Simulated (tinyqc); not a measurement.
Surface potential of a MOS transistor: implicit equation and explicit approximations: one step of the calculation.

p-type body, charge-sheet picture, depletion and inversion only, full ionisation (an idealisation for deep acceptors), Boltzmann statistics (rough once Na exp(x - xn) passes about Nc/7). In units of Vt: xg = (Vg - Vfb)/Vt, x = psi/Vt, G = gamma/sqrt(Vt), xn = (2 phiF + Vc)/Vt. The implicit equation is (xg - x)^2 = G^2 [x - 1 + exp(x - xn)] for x above about 3. Cox = eps0 eox/tox.

Problem. Scales. ni = sqrt(Nc Nv) exp(-Eg/(2 Vt)), Eg in volts; phiF = Vt ln(Na/ni); gamma = sqrt(2 q eps0 eps_r Na)/Cox; VT = Vfb + Vt (xn + G sqrt(xn - 1)).

Values chosen for this exercise; band and dielectric values close to those of silicon:
- T = 300 K (temperature)
- Eg = 1.13 eV (band gap)
- eps_r = 11.5 (relative permittivity)
- Nc = 2.81e19 cm^-3 (conduction-band density of states at T)
- Nv = 2.6e19 cm^-3 (valence-band density of states at T)
- eox = 7.54 (relative permittivity of the gate insulator (close to silicon nitride))
- tox = 33 nm (insulator thickness)
- Na = 6.2e17 cm^-3 (acceptor density)
- Vfb = -0.96 V (flat-band voltage)
- Vc = 1 V (channel-body voltage)
- Vg = 3.73 V (gate-body voltage)

Constants: q = 1.602176634e-19 C, kB = 1.380649e-23 J/K, Vt = kB T/q, eps0 = 8.8541878128e-14 F/cm where lengths are in cm. Results are converted to the units shown.

Find: phiF; gamma; G; xn; VT; xg.

Solution.

phiF = 0.4674 V
gamma = 2.223 V^0.5
G = 13.83
xn = 74.84
VT = 4.047 V
xg = 181.4

tinyqc, about 0.01 s, one thread, Intel Xeon 2.30GHz (shared host): `OMP_NUM_THREADS=1 python tinyqc.py 2122249 2122250 out.jsonl`
